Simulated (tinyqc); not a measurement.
Adding salt: a particle near a wafer in liquid: double-layer and van der Waals forces (DLVO), deposition barrier and removal. Computed by tinyqc, a small Python program. Command: `OMP_NUM_THREADS=1 python tinyqc.py 3111352 3111353 out.jsonl dlvo walk`. One thread of a shared host (Intel(R) Xeon(R) Processor @ 2.30GHz), about 0.01 s of CPU time with the checks.

Sphere and flat wall, Derjaguin approximation, constant potentials in the linear-superposition form, no retardation and no hydration force.

Inputs (values chosen for the exercise, of the order of those for alumina on silica in water):

| quantity | value | unit |
|---|---|---|
| particle radius R | 12 | nm |
| Hamaker constant A | 1e-20 | J |
| potential of the particle psi_1 | -27 | mV |
| potential of the wafer psi_2 | -42 | mV |
| salt concentration c | 0.023 | mol/L |
| valence z of the symmetric salt | 2 | - |
| temperature T | 323 | K |
| dielectric constant of the liquid | 69.9 | - |

Constants: e = 1.602176634e-19 C; N_A = 6.02214076e+23 1/mol; eps_0 = 8.8541878128e-12 F/m; k_B = 1.380649e-23 J/K; k_B = 8.617333262e-05 eV/K.

Method:
- kappa^2 = 2 z^2 e^2 N_A (1000 c)/(eps eps_0 k_B T); gamma_i = tanh(z e psi_i/(4 k_B T)); Z = 64 pi eps eps_0 (k_B T/(z e))^2 gamma_1 gamma_2.
- The barrier height is zero when U = 0 and F = 0 together: kappa h = 1 and kappa = 6 Z/(e A), e = 2.718282 here; c follows from kappa^2, with the potentials held fixed.
- U(h) = Z R exp(-kappa h) - A R/(6 h); F(h) = -dU/dh = kappa Z R exp(-kappa h) - A R/(6 h^2), positive for repulsion.
- F = 0 reads x^2 exp(-x) = y with x = kappa h and y = A kappa/(6 Z); the left side peaks at x = 2 with 4/e^2 = 0.5413, so roots exist for smaller y: x < 2 is the barrier, x > 2 the secondary minimum.
- kappa scales as sqrt(c); potentials are held fixed. A dash marks rows without a maximum.

critical concentration = 0.0520900 mol/L

kappa = 1.01517 1/nm

Z = 6.92142 pN

Against the concentration:

| c (mol/L) | Debye length (nm) | barrier at (nm) | barrier (k_B T) | minimum at (nm) | minimum (k_B T) |
|---|---|---|---|---|---|
| 5.21e-06 | 65.449 | 4.0961 | 16.400 | 6.7164e+02 | -6.0267e-03 |
| 5.21e-05 | 20.697 | 2.3636 | 14.717 | 1.8222e+02 | -2.1816e-02 |
| 5.21e-04 | 6.545 | 1.3968 | 11.835 | 4.7582e+01 | -8.1290e-02 |
| 2.60e-03 | 2.930 | 0.9955 | 8.754 | 1.7938e+01 | -2.0918e-01 |
| 1.04e-02 | 1.465 | 0.7733 | 5.186 | 7.3841e+00 | -4.8687e-01 |
| 2.60e-02 | 0.926 | 0.6828 | 2.345 | 3.9223e+00 | -8.7333e-01 |
| 4.69e-02 | 0.690 | 0.6554 | 0.359 | 2.5055e+00 | -1.2972e+00 |
| 7.81e-02 | 0.535 | 0.6738 | -1.375 | 1.5952e+00 | -1.8693e+00 |
| 1.56e-01 | 0.378 | - | - | - | - |

What does the comparison show, and why?

At low salt the barrier tends to Z R = 18.6 k_B T; it is half of that between 5.2e-4 and 0.0026 mol/L and changes sign at 0.052 mol/L, while the secondary minimum deepens to -1.3 k_B T at 0.9 of that.

Extremes, crossings and ranges named in words are read from the listed rows.
